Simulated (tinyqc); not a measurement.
Electroplating on a thin resistive seed layer: kinetics, Wagner number and the terminal effect across a wafer: one step, computed by the program tinyqc.

Current enters the seed at the rim. The bath is treated as a local resistance per area (no lateral flow in the liquid), two electrons per ion, molar volume 7.11 cm^3/mol, Faraday constant F = e N_A, kinematic viscosity 0.01 cm^2/s, omega = 2 pi x rpm/60; k_B T/e is in volts.

Task: Rate, limit and resistances. Growth rate = i V_m/(2 F). Levich limit i_L = 0.62 x 2 F D^(2/3) omega^(1/2) nu^(-1/6) c. Tafel overpotential eta = (k_B T/(alpha e)) ln(i/i_0); kinetic resistance k_B T/(alpha e i); bath resistance h/kappa + plate; R_s = resistivity/t; Wagner number = kinetic resistance x kappa/R.

Inputs (values chosen for the exercise, of the order of those for copper plating from an acid sulfate bath):

| quantity | value | unit |
|---|---|---|
| wafer radius R | 15 | cm |
| seed thickness t | 93 | nm |
| seed resistivity | 7.8 | microohm cm |
| bath conductivity kappa | 0.069 | S/cm |
| gap to the anode h | 2.7 | cm |
| extra resistance of a porous plate | 0 | ohm cm^2 |
| exchange current density i_0 | 0.063 | mA/cm^2 |
| cathodic transfer coefficient alpha | 0.65 | - |
| mean current density | 17 | mA/cm^2 |
| diffusivity of the metal ion | 4.4e-06 | cm^2/s |
| metal ion concentration | 0.44 | mol/L |
| rotation rate | 60 | rpm |
| temperature T | 298 | K |

Constants: e = 1.602176634e-19 C; N_A = 6.02214076e+23 1/mol; k_B = 8.617333262e-05 eV/K.

Give: growth rate; limiting current i_L; overpotential; kinetic resistance; bath resistance R_b; sheet resistance R_s; Wagner number.

Result:

growth rate = 375.82 nm/min

limiting current i_L = 76.336 mA/cm^2

overpotential = 221.15 mV

kinetic resistance = 2.3240 ohm cm^2

bath resistance R_b = 39.130 ohm cm^2

sheet resistance R_s = 0.83871 ohm/square

Wagner number = 0.010690
